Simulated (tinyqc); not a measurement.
## MOS inversion layer, Poisson-Schroedinger loop: effect of the sheet density of electrons

Electrons confined at an insulator interface at z = 0, treated as a hard wall; parabolic valleys, Hartree approximation, no image or exchange terms. The depletion charge lies far deeper than the electrons and gives a uniform field q Nd/(eps0 eps_r); the gate balances all charge. Energies are counted from the band edge at the interface.

Schroedinger equation -(C/mz) psi'' + (V0 + U) psi = E psi, C = hbar^2/(2 m0), psi(0) = 0, on a uniform mesh of 800 nodes with a far wall at 45 nm, 8 levels a set; V0 = q Nd z/(eps0 eps_r); dU/dz = q (Ns - integral of n from 0 to z)/(eps0 eps_r), U(0) = 0; N_k = g md m0 q Vt/(pi hbar^2) ln(1 + exp((EF - E_k)/Vt)), g the number of valleys of the set, sum N_k = Ns. Triangular well: E_k = a_k (C F^2/mz)^(1/3), a_1 = 2.338107, a_2 = 4.087949, C = hbar^2/(2 m0), F in eV/nm. Fang-Howard (all electrons in the lowest level of set A): b^3 = 6 (mz1/C) q (Nd + 11 Ns/32)/(eps0 eps_r), centroid 3/b, level C b^2/(4 mz1) + (3/b) q (Nd + 11 Ns/16)/(eps0 eps_r). The centroid adds 3.9 z_av/eps_r to an oxide-equivalent thickness. Shares under 0.0001 % are printed as 0.

Parameters, values chosen for the exercise; masses and permittivity close to those of silicon (111): temperature T = 77 K; relative permittivity eps_r = 11.5; mass along z of valley set A (6 valley(s)) mz1 = 0.257 m0; in-plane density-of-states mass of set A md1 = 0.355 m0; sheet density of depletion charge Nd = 1.6e11 cm^-2.

Constants: q = 1.602176634e-19 C, kB = 1.380649e-23 J/K, hbar = 1.054571817e-34 J s, m0 = 9.1093837015e-31 kg, Vt = kB T/q, eps0 = 8.8541878128e-14 F/cm where lengths are in cm, hbar^2/(2 m0) = 0.0380998212 eV nm^2. Results are converted to the units shown.

Results:

| Ns (cm^-2) | A1 (meV) | A2 (meV) | EF (meV) | share of A1 (%) | share of A2 (%) | centroid z_av (nm) | added oxide equivalent (nm) | Fang-Howard centroid (nm) |
|---|---|---|---|---|---|---|---|---|
| 1e11 | 29.7 | 48.2 | 2.27 | 93.4 | 5.81 | 5.98 | 2.03 | 6.02 |
| 4.5e11 | 49.5 | 71.6 | 32.4 | 96.0 | 3.57 | 4.99 | 1.69 | 5.13 |
| 9.7e11 | 73.3 | 99.3 | 61.7 | 97.7 | 2.10 | 4.25 | 1.44 | 4.41 |
| 2.1e12 | 115 | 147 | 109 | 99.0 | 0.911 | 3.48 | 1.18 | 3.64 |
| 4.4e12 | 183 | 225 | 184 | 99.7 | 0.271 | 2.80 | 0.950 | 2.94 |
| 9.4e12 | 299 | 357 | 308 | 100 | 0.0422 | 2.21 | 0.750 | 2.32 |
| 2e13 | 491 | 575 | 514 | 100 | 0.00302 | 1.74 | 0.589 | 1.82 |

Estimate the missing row, Ns = 2.1e11 cm^-2.

Computed row:

| Ns (cm^-2) | A1 (meV) | A2 (meV) | EF (meV) | share of A1 (%) | share of A2 (%) | centroid z_av (nm) | added oxide equivalent (nm) | Fang-Howard centroid (nm) |
|---|---|---|---|---|---|---|---|---|
| 2.1e11 | 36.5 | 56.2 | 14.1 | 94.5 | 4.90 | 5.59 | 1.89 | 5.67 |

With this row back in the table: As Ns goes from 1e11 to 2e13, A1 rises from 29.7 to 491 meV, the share of A1 rises from 93.4 to 100 % and the centroid falls from 5.98 to 1.74 nm. A1 goes as Ns^(0.66) between the last two rows (a triangular well in the field of that charge alone gives 2/3). EF lies more than 2 meV above A1 for Ns = 9.4e12, 2e13. The Fang-Howard centroid is 0.62 % above the full one in the first row, where A1 holds 93.4 %, and 4.8 % above it in the last, where A1 holds 100 %.

Numbers from tinyqc (`OMP_NUM_THREADS=1 python tinyqc.py 2160054 2160055 out.jsonl`; about 0.6 s on one thread of a shared Intel Xeon 2.30GHz).
